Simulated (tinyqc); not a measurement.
# Undoped symmetric double-gate MOSFET, analytic potential model: effects of single changes

An undoped body of thickness ts between two equal insulators and tied gates; long channel, electrons only, n = ni exp((psi - V)/Vt) with V the quasi-Fermi potential (0 at the source, Vd at the drain), constant mobility, no quantisation. Across the body psi(x) = V - 2 Vt ln[(ts/(2 beta)) sqrt(q ni/(2 eps0 eps_r Vt)) cos(2 beta x/ts)], x from the centre. Q is the electron charge per area of the whole body.

Values chosen for this exercise; material values close to those of In0.53Ga0.47As: temperature T = 300 K; band gap Eg = 0.746 eV; relative permittivity of the semiconductor eps_r = 14.2; conduction-band density of states at T Nc = 2.1e17 cm^-3; valence-band density of states at T Nv = 7.65e18 cm^-3; relative permittivity of the gate insulator eox = 25.3; insulator thickness tox = 9.3 nm; body thickness ts = 8 nm; gate work function less that of the intrinsic body dphi = 0.24 V; channel mobility mu = 400 cm^2/(V s); gate length L = 2 um; drain voltage Vd = 0.8 V.

Constants: q = 1.602176634e-19 C, kB = 1.380649e-23 J/K, Vt = kB T/q, eps0 = 8.8541878128e-14 F/cm where lengths are in cm. Results are converted to the units shown.

Each table varies one quantity; the others keep the values above.

## Transfer curve and volume inversion

ni = sqrt(Nc Nv) exp(-Eg/(2 Vt)), Eg in volts; r = eps_r tox/(eox ts); V0 = dphi + 2 Vt ln[(2/ts) sqrt(2 eps0 eps_r Vt/(q ni))]. beta (between 0 and pi/2) solves (Vg - V0 - V)/(2 Vt) = ln(beta) - ln(cos beta) + 2 r beta tan(beta). Q = 8 eps0 eps_r Vt beta tan(beta)/ts; I = mu (1/L)(4 eps0 eps_r/ts)(2 Vt)^2 [g(beta_s) - g(beta_d)] per width, g = beta tan(beta) - beta^2/2 + r beta^2 tan^2(beta), with beta_s at V = 0 and beta_d at V = Vd. The drop is psi(surface) - psi(centre) at the source end; C = dQs/dVg, Cg = 2 eps0 eox/tox; gm = dI/dVg.

Transfer curve and volume inversion:
```
Vg (V)	Qs (nC/cm^2)	drop (mV)	C/Cg	I (uA/um)	gm/I (1/V)
0.33	0.0028611	2.2756e-4	2.2973e-5	1.4793e-5	38.681
0.48	0.93828	0.074591	0.0074634	0.0048742	38.500
0.63	107.53	8.1019	0.41972	0.85226	25.235
0.78	548.65	33.904	0.73066	10.156	10.804
0.93	1118.1	56.362	0.83142	34.978	6.3931
1.08	1738.3	73.592	0.88011	77.737	4.4722
1.23	2385.2	87.140	0.90805	139.54	3.4185
1.38	3048.2	98.172	0.92588	220.81	2.7314
1.53	3722.0	107.43	0.93813	317.01	2.1087
```

What does the comparison show?

The current rises from 1.48e-5 to 317 uA/um. In the first row gm/I is 38.7 1/V, within 0.01 % of 1/Vt: with no depletion charge the whole body follows the gate, and the swing is ideal. The drop between surface and centre goes from 2.3e-4 to 107 mV and passes Vt at Vg = 0.78 V among the rows; below that the density varies across the body by less than a factor of e (volume inversion). C reaches 0.94 of Cg in the last row. For Vg = 0.63 to 1.53 V the surface density at the source passes 0.3 Nc, where Boltzmann statistics fail.

## Output curve

Same model as above.

In this table Vg = 0.93 V.

Output curve:
```
Vd (V)	Qd (nC/cm^2)	Qd/Qs	I (uA/um)
0.06	882.0	0.7888	11.99
0.11	693.0	0.6198	19.86
0.16	513.7	0.4594	25.88
0.22	316.7	0.2832	30.84
0.27	176.0	0.1574	33.28
0.32	71.09	0.06358	34.48
0.38	12.52	0.01120	34.91
0.43	2.012	0.001799	34.97
0.48	0.2959	2.647e-4	34.98
```

What does the comparison show?

The current rises from 12.0 to 35.0 uA/um, while the charge at the drain end falls from 0.79 to 2.6e-4 of that at the source. The current first comes within 1 % of its last value at Vd = 0.38 V among the rows. Over the last rows Qd falls by a factor of e for each Vt of drain voltage: the drain end is in weak inversion. In every row the surface density at the source passes 0.3 Nc, where Boltzmann statistics fail.

## Effect of the insulator thickness

Q = 8 eps0 eps_r Vt beta tan(beta)/ts; I = mu (1/L)(4 eps0 eps_r/ts)(2 Vt)^2 [g(beta_s) - g(beta_d)] per width, g = beta tan(beta) - beta^2/2 + r beta^2 tan^2(beta), with beta_s at V = 0 and beta_d at V = Vd.  I(low) is taken at Vg = 0.38 V, Qs and I(high) at Vg = 1.13 V.

The same in every row: V0 (V) = 0.6309.

Results:
```
tox (nm)	I(low) (nA/um)	Qs(high) (nC/cm^2)	I(high) (uA/um)
3.1	0.1023	5146	232.7
4.5	0.1023	3711	173.2
6.4	0.1023	2720	130.5
9.3	0.1023	1952	96.18
19	0.1023	1028	53.01
28	0.1023	723.2	38.10
```

Estimate the missing row, tox = 13 nm.

Computed row:
```
tox (nm)	I(low) (nA/um)	Qs(high) (nC/cm^2)	I(high) (uA/um)
13	0.1023	1447	72.90
```

With this row back in the table: As tox goes from 3.1 to 28 nm, I(low) stays near 0.102 nA/um and I(high) falls from 233 to 38.1 uA/um. On average I(low) is independent of tox and I(high) goes as tox^(-0.82). Below threshold no voltage drops over the insulator in this long-channel model, so its thickness does not matter there. In every row the surface density at the source at the higher gate voltage passes 0.3 Nc, where Boltzmann statistics fail.

Numbers from tinyqc (`OMP_NUM_THREADS=1 python tinyqc.py 2440173 2440174 out.jsonl`; about 0.02 s on one thread of a shared Intel Xeon 2.30GHz).
